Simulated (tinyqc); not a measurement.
Inside a calculation: three-level Kane dispersion of a narrow-gap semiconductor. Values are carried at full precision from step to step, so a last printed digit may differ when a step is redone from the rounded ones.

Zero of energy at Gamma8, c = hbar^2/2m0, P^2 = Ep c. The free-electron term and remote bands are left out, so the heavy holes are flat at E = 0 and the other three bands obey E (E - Eg)(E + Dso) = P^2 k^2 (E + 2 Dso/3). The conduction band is the highest root; its edge is Ec = max(Eg, 0).

Constants: hbar^2/2m0 = 3.80998211 eV angstrom^2; hbar = 6.58211957e-16 eV s; e^2/(4 pi eps0) = 14.39964547 eV angstrom; muB = 5.788381798e-05 eV/T.

Inputs chosen for the exercise (near those of GaSb; the results hold for these values, not for the real material):

| symbol | value | unit | meaning |
|---|---|---|---|
| Eg | 0.787 | eV | E(Gamma6) - E(Gamma8) |
| Dso | 0.76 | eV | spin-orbit splitting |
| Ep | 27 | eV | Kane energy |
| k | 0.02 | 1/angstrom | wave vector |
| n | 1.2e+16 | cm^-3 | electron density |
| eps | 14 |  | high-frequency dielectric constant |
| B | 3.7 | T | magnetic field |

## The three bands at one k

Expand the equation into E^3 + a2 E^2 + a1 E + a0 = 0 and give its roots; compare with the two-level form (Dso to infinity) E = Eg/2 +/- sqrt(Eg^2/4 + (2/3) P^2 k^2).

P^2 k^2 = 0.041148 eV^2

a2, a1, a0: -0.027000  -0.639268  -0.020848

roots (eV): -0.7690  -0.0327  0.8287

two-level form (eV): -0.0334  0.8204

The two-level form misses the highest root by -8.3 meV. The order is normal: Gamma6 forms the conduction band.

## Mass at the edge and limiting velocity

m0* = Eg (Eg + Dso)/(Ep (Eg + 2 Dso/3)). In the two-level form the velocity tends to v = sqrt(2/3) P/hbar, and |Eg| = 2 m v^2 with m = 3 |Eg|/(2 Ep), as for a relativistic particle. 1 angstrom = 1e-10 m.

m0* = 0.03486 m0
P = 10.1425 eV angstrom
v = 1.258e+06 m/s
k at which the linear part sets in, |Eg|/(2 hbar v) = 0.04752 1/angstrom

## Fermi level and mass at a given density

Degenerate electrons at T = 0: kF = (3 pi^2 n)^(1/3), 1 cm^-3 = 1e-24 angstrom^-3; EF is the highest root at kF. The momentum (cyclotron, optical) mass is m(E) = hbar^2 k/(dE/dk) = c d(k^2)/dE with d(k^2)/dE = k^2 [1/E + 1/(E - Eg) + 1/(E + Dso) - 1/(E + 2 Dso/3)]; the density of states is k d(k^2)/dE/(2 pi^2).

Edge mass m0* = Eg (Eg + Dso)/(Ep (Eg + 2 Dso/3)).

Compare EF - Ec with the parabolic value c kF^2/m0*.

kF = 0.00708 1/angstrom
EF - Ec = 0.0054 eV
parabolic value = 0.0055 eV
m(EF) = 0.03529 m0
m(EF)/m0* = 1.012
density of states at EF = 3.324e+18 1/(eV cm^3)

The parabola overstates EF - Ec by a factor of 1.01; (EF - Ec)/|Eg| = 0.01, and the two-level rule 1 + 2 (EF - Ec)/|Eg| = 1.014 estimates the mass ratio.

## Plasma and cyclotron energies

hbar wp = sqrt(8 pi c (e^2/4 pi eps0) n/(eps m)), hbar wc = 2 muB B/m (classical limit), with m = m(EF) and, for comparison, the edge mass; n in angstrom^-3.

hbar wp with m(EF), with m0* (meV): 5.79  5.82

hbar wc with m(EF), with m0* (meV): 12.14  12.29

hbar wc is not small against EF - Ec = 5.4 meV, so only the lowest Landau level or two are filled: this is the quantum limit, where the classical value fails.

## Checks

- Roots of the cubic against the 8 x 8 Kane matrix without remote terms: they agree to 1e-10 or better.
- m(E) near the edge against m0*: both 0.03486.

Program tinyqc; command `OMP_NUM_THREADS=1 python tinyqc.py 1050075 1050076 out.jsonl`; about 0.01 s on one thread of a shared Intel(R) Xeon(R) Processor @ 2.30GHz.
